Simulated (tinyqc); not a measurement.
Area and perimeter leakage from two diodes.

Inverse problem. A square diode and a finger diode leak I = JA area + JP perimeter. Find JA, JP and the side of the square at which both parts are equal.

areas (um^2): 10000  144000
perimeters (um): 400  30240
leakage currents (pA): 1.0064000  14.883840

Solution. Two linear equations give JA and JP; for a square of side a, JA a^2 = 4 JP a at a = 4 JP/JA.

JA = 1.00e-8 A/cm^2
JP = 1.60e-13 A/cm
side for equal parts = 0.640 um

tinyqc, about 0.01 s, one thread, Intel Xeon 2.30GHz (shared host): `OMP_NUM_THREADS=1 python tinyqc.py 2290039 2290040 out.jsonl`
